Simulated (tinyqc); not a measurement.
Two-diode model of a solar cell: one step of the calculation.

J is the current delivered and Vj = V + J Rs the junction voltage. J = X JL - J01 (exp(Vj/(n1 Vt)) - 1) - J02 (exp(Vj/(2 Vt)) - 1) - Vj/Rp. The photocurrent does not depend on voltage.

Question. New Vj. Open circuit: J(Vj) = 0. G = -dJ/dVj = J01 exp(Vj/(n1 Vt))/(n1 Vt) + J02 exp(Vj/(2 Vt))/(2 Vt) + 1/Rp. Vj(new) = Vj + J/G.

Inputs (values chosen for the exercise); values of the order met in cells of cadmium telluride: temperature T = 298.15 K; photocurrent at one sun JL = 27.6 mA/cm^2; concentration X = 50 suns; saturation current of the first diode J01 = 8.7e-17 A/cm^2; ideality factor of the first diode n1 = 1; shunt resistance Rp = 5000 ohm cm^2; saturation current of the second diode (ideality 2) J02 = 2.5e-10 A/cm^2.

Constants: q = 1.602176634e-19 C, kB = 1.380649e-23 J/K, Vt = kB T/q. Results are converted to the units shown.

Vj at the start = 0.95840275 V

Wanted: J; G; Vj after iteration 1.

Answer.

J = -31.68 mA/cm^2
G = 54.32 S/cm^2
Vj after iteration 1 = 0.9578 V

Computed by the program tinyqc: `OMP_NUM_THREADS=1 python tinyqc.py 2280114 2280115 out.jsonl`, one thread of a shared Intel Xeon 2.30GHz, about 0.01 s for the whole run.
